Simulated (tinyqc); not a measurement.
Equal gaps, different models: fitting sp3s* parameters to three gaps by Newton steps.

sp3s* tight binding, nearest neighbours only: anion (a) at 0, cation (c) at a/4 (1,1,1), orbitals s, px, py, pz, s* on each; k in units of 2 pi/a. With phases e_j = exp(i (pi/2) k.n_j) for n = (1,1,1), (1,-1,-1), (-1,1,-1), (-1,-1,1): g0 = (e1+e2+e3+e4)/4, g1 = (e1+e2-e3-e4)/4, g2 = (e1-e2+e3-e4)/4, g3 = (e1-e2-e3+e4)/4. The diagonal holds the levels Esa, Epa, Exa (s*) and Esc, Epc, Exc. Anion-cation block: <sa|sc> = Vss g0; <sa|xc> = Vsapc g1; <xa|sc> = -Vscpa g1; <xa|xc> = Vxx g0; <xa|yc> = <ya|xc> = Vxy g3, <xa|zc> = <za|xc> = Vxy g2, <ya|zc> = <za|yc> = Vxy g1; <s*a|xc> = Vxapc g1; <xa|s*c> = -Vpaxc g1; y and z take g2 and g3 in place of g1; s-s* and s*-s* vanish.

Gaps are level 5 at Gamma, X = (1,0,0) and L = (1/2,1/2,1/2) less level 4 at Gamma; no spin-orbit coupling. Free parameters: Esa, Vxapc and Vscpa. H is linear in them, so by Hellmann-Feynman J_ij = <u|dH/dp_j|u> for level 5 at point i less the same for level 4 at Gamma. Newton: p(new) = p + J^-1 (target - gaps); stop when all misses are below 1e-7 eV.

Constants: hbar^2/2m0 = 3.80998211 eV angstrom^2.

Inputs chosen for the exercise (out of a larger set: near a published set for GaP, fitted to gaps, whose masses and valley positions are rough; not measured data): p = (-8.088, 1.124, -2.187, 4.115, 8.506, 7.168, -7.519, 2.165, 5.143, 4.247, 6.336, 4.647, 5.081) eV (start, order Esa, Epa, Esc, Epc, Exa, Exc, Vss, Vxx, Vxy, Vsapc, Vscpa, Vxapc, Vpaxc); tg = (3.0291, 2.5552, 2.5709) eV (target gaps at Gamma, X, L); a = 5.446 angstrom (lattice constant).

The same three targets are met with other triples of free parameters (those for which Newton converges within 3 eV of the start). Not fitted: level 5 at K = (3/4,3/4,0) above Ev, the spacing of levels 6 and 5 at X, the depth of level 2 at X below Ev, the valence width at Gamma, and the mass c q^2/(E(q) - E(0)) of level 5 along [100], q = 0.002 (2 pi/a), c = hbar^2/2m0.

Unfitted results:
```
free parameters    largest change (eV)  K (eV)  X spacing (eV)  level 2 at X (eV)  valence width (eV)  mass (m0)
start                            0.000   2.373           0.575              7.769              13.203     0.2687
Vss, Vxapc, Vpaxc                0.657   2.572           0.779              7.595              13.280     0.2812
Esc, Vxapc, Vpaxc                0.411   2.570           0.667              7.595              13.167     0.2784
Vss, Vsapc, Vpaxc                0.422   2.559           0.293              7.807              13.280     0.2646
Esa, Vxapc, Vscpa                0.242   2.566           0.495              7.954              13.038     0.2623
Vss, Exa, Exc                    1.464   2.572           0.849              7.704              13.280     0.2812
Esc, Vsapc, Exc                  0.551   2.553           0.211              7.736              13.167     0.2619
```

What can be read from this table?

All fitted rows have the same three gaps, yet they spread by 19 meV at K, 638 meV in the X spacing, 359 meV in level 2 at X, 242 meV in the valence width and 7.1 % in the mass. The smallest change of parameters, 0.242 eV, is that of Esa, Vxapc, Vscpa. A fit fixes what it was given and leaves the rest to the choice of free parameters.

Run: tinyqc, `OMP_NUM_THREADS=1 python tinyqc.py 1450899 1450900 out.jsonl`; Intel(R) Xeon(R) Processor @ 2.30GHz, one thread, shared host; about 0.2 s of CPU time with all checks.
